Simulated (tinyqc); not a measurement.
From total shift back to local temperature T: Raman shift of the zone-centre optical phonon of a diamond-structure crystal under stress. Computed by tinyqc, a small Python program. Command: `OMP_NUM_THREADS=1 python tinyqc.py 3023597 3023598 out.jsonl ramanstress inv`. One thread of a shared host (Intel(R) Xeon(R) Processor @ 2.30GHz), about 0.03 s of CPU time with the checks.

Axes x, y, z are the cube axes. Strain shifts the threefold optical mode and can split it; p, q and r are the phonon deformation potentials.

Inputs (values chosen for the exercise, modelled on germanium):
```
quantity                             value      unit
unstrained frequency omega_0         300.6      1/cm
p/omega_0^2                          -1.48         -
q/omega_0^2                          -1.97         -
r/omega_0^2                          -1.13         -
C11                                  128.5       GPa
C12                                  48.35       GPa
C44                                   66.7       GPa
stress sigma (tension positive)      -0.16       GPa
polarisation angle phi                  60    degree
temperature coefficient d omega/dT  -0.016  1/(cm K)
laser wavelength                       364        nm
```

Stress state: uniaxial. Axis: [111].

Constants: h = 6.62607015e-34 J s; c = 299792458 m/s; k_B = 1.380649e-23 J/K.

Method:
- S11 = (C11 + C12)/D, S12 = -C12/D, D = (C11 - C12)(C11 + 2 C12), S44 = 1/C44.
- Uniaxial stress along the unit vector n of the axis: sigma_ij = sigma n_i n_j.
- eps_xx = S11 sigma_xx + S12 (sigma_yy + sigma_zz), and cyclic; eps_xy = S44 sigma_xy/2 (tensor strain).
- Secular matrix: M_xx = p eps_xx + q (eps_yy + eps_zz), M_xy = 2 r eps_xy; its eigenvalues are omega^2 - omega_0^2, and the shifts are these over 2 omega_0.
- Backscattering from a (001) surface: incident polarisation (cos phi, sin phi, 0). With Raman tensors (R_z)_xy = (R_z)_yx = 1 and cyclic, only the z component u_z of a mode counts: I = u_z^2 sin^2(2 phi) for parallel and u_z^2 cos^2(2 phi) for crossed polarisers. An unresolved line sits at the intensity-weighted shift, which is M_zz/(2 omega_0).
- A temperature above 300 K shifts the line by (d omega/dT)(T - 300 K); divided by the shift per stress it poses as a stress; the total shift adds it to the shift of the observed line. The anti-Stokes to Stokes ratio is [(omega_L + omega_0)/(omega_L - omega_0)]^3 exp(-h c omega_0/(k_B T)) in photon counts, omega_L = 1/wavelength, resonance effects left out.

Problem. A run gave the result below. Find the local temperature T, known to lie between 270 and 790 K.

total shift = -1.408675 1/cm

Solution.

Each step takes the trial c = (a f_b - b f_a)/(f_b - f_a), f being the result less the target and a, b, c the logarithms of the listed values; c replaces end b, the old b replaces a if the sign of f changed, and otherwise f_a is halved.

Scan of the range:
```
local temperature T (K)  total shift (1/cm)
270                                 0.67293
323                                -0.17507
386                                -1.18307
462                                -2.39907
552                                -3.83907
661                                -5.58307
790                                -7.64707
```

False position (Illinois rule, in the logarithm of the input) inside the bracket:
```
step    end a    end b    trial  total shift (1/cm)
1     386.000  462.000  399.088            -1.39248
2     462.000  399.088  400.029            -1.40754
3     462.000  400.029  400.161            -1.40965
4     400.029  400.161  400.100            -1.40867
5     400.161  400.100  400.100            -1.40867
```

Total shift falls at every point of a 13-point scan of the range (every second point is shown), so one value fits; it is bracketed by 386 and 462. The scan shows a straight line, so linear interpolation between any two rows gives the answer at once. Answer: local temperature T = 400.1 K.

Caution: this stress has components normal to the (001) face, so it cannot reach a free (001) surface; it can act on buried material.
